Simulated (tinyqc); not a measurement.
# Biaxially strained (001) channel, valley splitting in an inversion layer: effects of single changes

A thin layer grown on a relaxed buffer is stretched in the plane. The two valleys with their long axis along the growth direction (D2) sink against the four in-plane ones (D4); confinement in a triangular well splits them too. Only the lowest subband of each set is kept; one relaxation time, so the weakening of intervalley scattering is left out.

Parameters, values chosen for the exercise; values close to those of silicon on relaxed silicon-germanium:

| symbol | value | unit | meaning |
|---|---|---|---|
| T | 273 | K | temperature |
| x | 0.05 |  | germanium share of the relaxed buffer |
| b1 | 0.0418 |  | lattice mismatch per unit x |
| c11 | 162 | GPa | elastic constant |
| c12 | 65.9 | GPa | elastic constant |
| Xu | 9.08 | eV | shear deformation potential |
| ml | 0.919 | m0 | longitudinal mass |
| mt | 0.195 | m0 | transverse mass |
| F | 0.34 | MV/cm | confining field |
| Ns | 1.5e12 | cm^-2 | inversion density |
| bv | 0.384 | nm | Burgers vector |

Constants: q = 1.602176634e-19 C, kB = 1.380649e-23 J/K, hbar = 1.054571817e-34 J s, m0 = 9.1093837015e-31 kg, Vt = kB T/q, hbar^2/(2 m0) = 0.0380998212 eV nm^2. Results are converted to the units shown.

Each table varies one quantity; the others keep the values above.

## Effect of the inversion density

e_par = b1 x, e_perp = -2 (c12/c11) e_par, splitting D = Xu (e_par - e_perp), in-plane stress (c11 + c12 - 2 c12^2/c11) e_par. Levels E(m) = 2.33811 (hbar^2 q^2 F^2/(2 m))^(1/3): E2 = E(ml), E4 = E(mt) + D; N2 = 2 mt kB T/(pi hbar^2), N4 = 4 sqrt(mt ml) kB T/(pi hbar^2). EF solves Ns = N2 ln(1 + exp((EF - E2)/Vt)) + N4 ln(1 + exp((EF - E4)/Vt)); f2 is the share in D2, and 1/mc = f2/mt + (1 - f2)(1/mt + 1/ml)/2. The gain is mc(x = 0)/mc.

The same in every row: D (meV) = 34.417.

Effect of the inversion density:
```
Ns (cm^-2)  f2 without strain       f2  mc (m0)    gain
2e11                  0.72252  0.91786  0.20152  1.0864
3.9e11                0.71925  0.91616  0.20166  1.0872
7.5e11                0.71303  0.91282  0.20193  1.0887
1.4e12                0.70181  0.90645  0.20246  1.0913
2.8e12                0.67780  0.89122  0.20373  1.0963
5.4e12                0.63497  0.85767  0.20658  1.1025
1e13                  0.56838  0.78680  0.21288  1.1037
2e13                  0.46568  0.63867  0.22736  1.0863
```

As Ns goes from 2e11 to 2e13 cm^-2, f2 falls from 0.918 to 0.639 (without strain: it falls from 0.723 to 0.466) and the gain goes from 1.09 through a maximum of 1.10 (at Ns = 1e13 cm^-2 among the rows listed) to 1.09. For Ns = 5.4e12 to 2e13 cm^-2 the second D2 subband, left out here, lies within 2 Vt of EF or below it.

## Effect of the germanium share of the relaxed buffer

Same model as above.

Critical thickness (Matthews-Blakeslee, 60-degree dislocations): h = bv (1 - nu/4)[ln(h/bv) + 1]/(4 pi e_par (1 + nu)), nu = c12/(c11 + c12).

The same in every row: f2 without strain = 0.70008.

Effect of the germanium share of the relaxed buffer:
```
x     D (meV)       f2  mc (m0)    gain  critical thickness (nm)
0.03   20.650  0.84414  0.20776  1.0643                   117.97
0.09   61.950  0.96813  0.19748  1.1197                   31.630
0.15   103.25  0.99431  0.19544  1.1314                   16.748
0.21   144.55  0.99901  0.19508  1.1335                   10.883
0.27   185.85  0.99983  0.19501  1.1339                   7.8208
0.33   227.15  0.99997  0.19500  1.1340                   5.9678
0.39   268.45  0.99999  0.19500  1.1340                   4.7385
0.45   309.75   1.0000  0.19500  1.1340                   3.8700
```

As x goes from 0.03 to 0.45, f2 rises from 0.844 to 1.00 (without strain: it stays at 0.700) and the gain rises from 1.06 to 1.13. The gain cannot pass 1.134, reached when D4 is empty, while the critical thickness falls from 118 to 3.87 nm.

Numbers from tinyqc (`OMP_NUM_THREADS=1 python tinyqc.py 2530145 2530146 out.jsonl`; about 0.01 s on one thread of a shared Intel Xeon 2.30GHz).
